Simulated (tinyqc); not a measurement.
## Planar ballistic transistor, top-of-the-barrier model: output curve

At the top of the source barrier, states moving towards the drain are filled by the source (Fermi level 0) and states moving back by the drain (Fermi level -q Vd); nothing scatters. U is the shift of the band edge there, set by the capacitances CG, CD and CS (the total) and by the charge. Parabolic two-dimensional band; the source is grounded.

N0 = gv m kB T/(pi hbar^2), CG = eps0 eox/tox, vT = sqrt(2 kB T/(pi m)), CS = CG/aG, n0 = n at U = 0 and Vd = 0. eta1 = -(E0 + U)/Vt, eta2 = eta1 - Vd/Vt, n = (N0/2)[F_0(eta1) + F_0(eta2)], F_0(x) = ln(1 + exp x). U = UL + q (n - n0)/CS with UL = -(aG Vg + aD Vd), energies in eV. I = q (N0/2) vT [F_(1/2)(eta1) - F_(1/2)(eta2)] per width, F_(1/2)(x) = (2/sqrt(pi)) int_0^infinity u^(1/2)/(1 + exp(u - x)) du. CQ = (q/Vt) dn/d(eta1).

Inputs (values chosen for the exercise); mass and valleys close to those of gallium nitride:
```
symbol,value,unit,meaning
T,300,K,temperature
m,0.207,m0,effective mass
gv,1,,valley degeneracy
eox,3.9,,relative permittivity of the gate insulator
tox,3.7,nm,insulator thickness
aG,0.83,,gate control CG/CS
aD,0.044,,drain control CD/CS
E0,0.15,eV,band edge at the barrier top above the source Fermi level at zero bias
Vg,0.4,V,gate voltage
```

Constants: q = 1.602176634e-19 C, kB = 1.380649e-23 J/K, hbar = 1.054571817e-34 J s, m0 = 9.1093837015e-31 kg, Vt = kB T/q, eps0 = 8.8541878128e-14 F/cm where lengths are in cm. Results are converted to the units shown.

Result of one run:
```
eta1    n (cm^-2)  I (uA/um)  mean velocity I/(q n) (cm/s)  CQ/CS
0.3887   1.229e12      176.0                       8.940e6  4.754
```

Which drain voltage Vd gave this result: 0.025, 0.05, 0.1, 0.4 or 0.8 V?

Vd = 0.05 V.

The whole series:
```
Vd (V)      eta1  n (cm^-2)  I (uA/um)  mean velocity I/(q n) (cm/s)  CQ/CS
0.01    -0.05689   1.297e12      42.15                       2.028e6  5.401
0.025     0.1446   1.266e12      100.1                       4.938e6  5.183
0.05      0.3887   1.229e12      176.0                       8.940e6  4.754
0.1       0.6050   1.205e12      247.1                       1.280e7  4.212
0.15      0.6608   1.210e12      264.1                       1.362e7  4.098
0.2       0.6836   1.222e12      269.4                       1.376e7  4.099
0.3       0.7179   1.246e12      276.0                       1.382e7  4.141
0.4       0.7508   1.271e12      282.4                       1.386e7  4.185
0.6       0.8159   1.321e12      295.2                       1.395e7  4.272
0.8       0.8800   1.371e12      308.2                       1.403e7  4.354
```

The current rises from 42.1 to 308 uA/um; n goes from 1.30e12 through a minimum of 1.21e12 (at Vd = 0.1 V among the rows listed) to 1.37e12 cm^-2 and eta1 rises from -0.0569 to 0.880. The resistance in the first row is 237 ohm um, though nothing scatters in the channel. The current passes 90 % of its last value at Vd = 0.4 V among the rows, where eta2 = -15; returning states are gone from Vd = 0.2 V on (eta2 < -7), and from there the drain control aD lifts eta1 from 0.684 to 0.880.

tinyqc, about 0.01 s, one thread, Intel Xeon 2.30GHz (shared host): `OMP_NUM_THREADS=1 python tinyqc.py 2400061 2400062 out.jsonl`
